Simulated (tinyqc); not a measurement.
From results back to parameters: BHZ model on a square lattice (one spin block). Three cases, with inputs chosen for the exercise.

Problem. Near Gamma E = -D k^2 -/+ sqrt(A^2 k^2 + (M - B k^2)^2), so the curvature of the upper band, E = |M| + c+ k^2, is c+ = -D + A^2/(2|M|) - B sign(M), and of the lower one c- = -D - A^2/(2|M|) + B sign(M). M and A are given; c+ and c- come from hidden B and D.

Find: D, B; order of the bands.

Method. The mean of the curvatures is -D; half their difference is A^2/(2|M|) - B sign(M). The bands are inverted where M/B > 0.

Case 1.

Values chosen (out of a larger set: of the size used for InAs / GaSb double wells; not measured data): A = 0.78 eV angstrom; M = 0.0143 eV (mass term).

c+, c- (eV angstrom^2): 132.273  -89.873

Solution.

D, B (eV angstrom^2): -21.2  -89.8

order of the bands: normal

Case 2.

Values chosen (out of a larger set: of the size used for HgTe wells; not measured data): A = 3.31 eV angstrom; M = 0.0237 eV (mass term).

c+, c- (eV angstrom^2): 352.641  -256.441

Solution.

D, B (eV angstrom^2): -48.1  -73.4

order of the bands: normal

Case 3.

Values chosen (out of a larger set: of the size used for HgTe wells; not measured data): A = 3.69 eV angstrom; M = -0.0158 eV (mass term).

c+, c- (eV angstrom^2): 407.889  -305.489

Solution.

D, B (eV angstrom^2): -51.2  -74.2

order of the bands: inverted

Computed by tinyqc, one run a case: `OMP_NUM_THREADS=1 python tinyqc.py N N+1 out.jsonl` with N = 1451660, 1451667, 1451677; one thread of a shared Intel(R) Xeon(R) Processor @ 2.30GHz, about 0.1 s a run at most.
